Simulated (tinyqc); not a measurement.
Carrier lifetime of an n-type layer with SRH, radiative, Auger and surface recombination: one step of the calculation.

Uniform excess density dn = dp (no trapping), n = n0 + dn, p = p0 + dn, Boltzmann statistics, full ionisation. Surfaces enter as a rate 2 S dn/d, which holds while diffusion to them is fast.

Question. Equilibrium densities and SRH constants. ni = sqrt(Nc Nv) exp(-Eg/(2 Vt)), Eg in volts; majority density N/2 + sqrt(N^2/4 + ni^2), n0 p0 = ni^2; n1 = Nc exp(-Et/Vt), p1 = Nv exp((Et - Eg)/Vt); tn0 = 1/(sn vth Nt), tp0 = 1/(sp vth Nt).

Values chosen for this exercise; band and dielectric values close to those of germanium: temperature T = 300 K; band gap Eg = 0.652 eV; conduction-band density of states at T Nc = 1.03e19 cm^-3; valence-band density of states at T Nv = 5.98e18 cm^-3; donor density N = 4.9e17 cm^-3; trap density Nt = 1.2e12 cm^-3; capture cross-section for electrons sn = 1e-14 cm^2; capture cross-section for holes sp = 8e-15 cm^2; thermal velocity (both carriers) vth = 1e7 cm/s; trap level below the conduction band Et = 0.18 eV.

Constants: q = 1.602176634e-19 C, kB = 1.380649e-23 J/K, Vt = kB T/q. Results are converted to the units shown.

Give: ni; n0; p0; n1; p1; tn0; tp0.

Answer.

ni = 2.619e13 cm^-3
n0 = 4.900e17 cm^-3
p0 = 1.400e9 cm^-3
n1 = 9.749e15 cm^-3
p1 = 7.038e10 cm^-3
tn0 = 8.333e-6 s
tp0 = 1.042e-5 s

Range of the model: S d exceeds 2.5 cm^2/s, comparable with a diffusion coefficient, so 2 S/d overstates the surface loss.

Numbers from tinyqc (`OMP_NUM_THREADS=1 python tinyqc.py 2300053 2300054 out.jsonl`; about 0.01 s on one thread of a shared Intel Xeon 2.30GHz).
